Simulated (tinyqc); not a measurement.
Oxide trap near a transistor channel: two-state multiphonon kinetics, telegraph noise and bias instability. Changing the trap depth x from the interface. Computed by tinyqc, a small Python program. Command: `OMP_NUM_THREADS=1 python tinyqc.py 3011579 3011580 out.jsonl oxidetrap sweep`. One thread of a shared host (Intel(R) Xeon(R) Processor @ 2.30GHz), about 0.01 s of CPU time with the checks.

An n-channel device under positive gate bias. The trap is empty (state 1) or holds an electron (state 2); both states are parabolas of equal curvature, and the electron reservoir is taken at the Fermi level of the channel.

Inputs (values chosen for the exercise, with an insulator like Al2O3 on silicon):
```
quantity,value,unit
insulator constant eps_ox,9.29,-
insulator thickness t_ox,2.7,nm
tunnel barrier phi_b,2.13,eV
tunnelling mass m_ox,0.33,m_0
trap level above E_F at zero field E_t,0.6,eV
relaxation energy E_R,2,eV
oxide field F,6.2,MV/cm
attempt rate k_0 at the interface,2e+11,1/s
temperature T,450,K
channel width W,420,nm
channel length L,20,nm
frequency f,30000,Hz
```

Parts treated: one trap and an ensemble.

Constants: hbar^2/(2 m_0) = 3.80998212 eV angstrom^2; k_B = 8.617333262e-05 eV/K; e = 1.602176634e-19 C; eps_0 = 8.8541878128e-12 F/m.

Method:
- kappa = sqrt(2 m_ox phi_b)/hbar = sqrt(m_ox phi_b/(hbar^2/2m_0)); attenuation length lambda = 1/(2 kappa); factor exp(-x/lambda) for a rectangular barrier.
- E_21 = E_t - e F x is the energy of state 2 over state 1; barriers E_c = (E_R + E_21)^2/(4 E_R), E_e = E_c - E_21; tau_c = exp(E_c/k_B T)/(k_0 P), tau_e = exp(E_e/k_B T)/(k_0 P), P the tunnelling factor; occupation f_2 = tau_e/(tau_c + tau_e); 1/tau_0 = 1/tau_c + 1/tau_e.
- Charge-sheet step dV = e (t_ox - x)/(eps_ox eps_0 W L); Lorentzian spectrum S(f) = 4 dV^2 tau_0^2/((tau_c + tau_e)(1 + (2 pi f tau_0)^2)); corner 1/(2 pi tau_0); variance dV^2 f_2 (1 - f_2) = dV^2 tau_0/(tau_c + tau_e).

One run for each value:
```
trap depth x from the interface (nm),capture time tau_c (s),emission time tau_e (s),threshold step dV (mV),tunnelling factor,occupation f_2
0.30,0.009467,2.1858e-07,0.55652,7.5992e-02,2.3088e-05
0.75,0.007556,2.3246e-04,0.45217,1.5919e-03,2.9847e-02
0.98,0.008174,9.9432e-03,0.39884,2.2072e-04,5.4884e-01
1.20,0.009961,4.0837e-01,0.34782,3.3348e-05,9.7619e-01
1.40,0.013232,1.3277e+01,0.30145,5.9829e-06,9.9900e-01
1.70,0.024396,2.9641e+03,0.23188,4.5465e-07,9.9999e-01
1.90,0.041519,1.2347e+05,0.18551,8.1568e-08,1.0000e+00
```

Give the missing row, trap depth x from the interface (nm) = 0.53.

Computed row; columns: (1) trap depth x from the interface (nm); (2) capture time tau_c (s); (3) emission time tau_e (s); (4) threshold step dV (mV); (5) tunnelling factor; (6) occupation f_2:
```
(1)        (2)         (3)      (4)         (5)         (6)
0.53  0.007924  7.2340e-06  0.50318  1.0536e-02  9.1213e-04
```

Interpolating between the two neighbouring rows (the first column on a logarithmic scale, the others too where they are positive) misses most in emission time tau_e (s), by 130 %. Over the rows, capture time tau_c (s) goes from 0.00947 through a minimum among these rows, 0.00756 at 0.750, to 0.0415; emission time tau_e (s) rises from 2.19e-7 to 123000 (exponent d ln y / d ln x 6.1 between the first rows and 34 between the last); threshold step dV (mV) falls from 0.557 to 0.186 (exponent d ln y / d ln x -0.18 between the first rows and -2.0 between the last).

Caution (all rows): a field 1.5 times as high comes near the usual breakdown field of such an insulator. Caution (rows 1.20, 1.40, 1.70, 1.90): the field lowers the tunnel barrier appreciably over the trap depth, so the rectangular barrier understates the rate.

Extremes, crossings and ranges named in words are read from the listed rows.
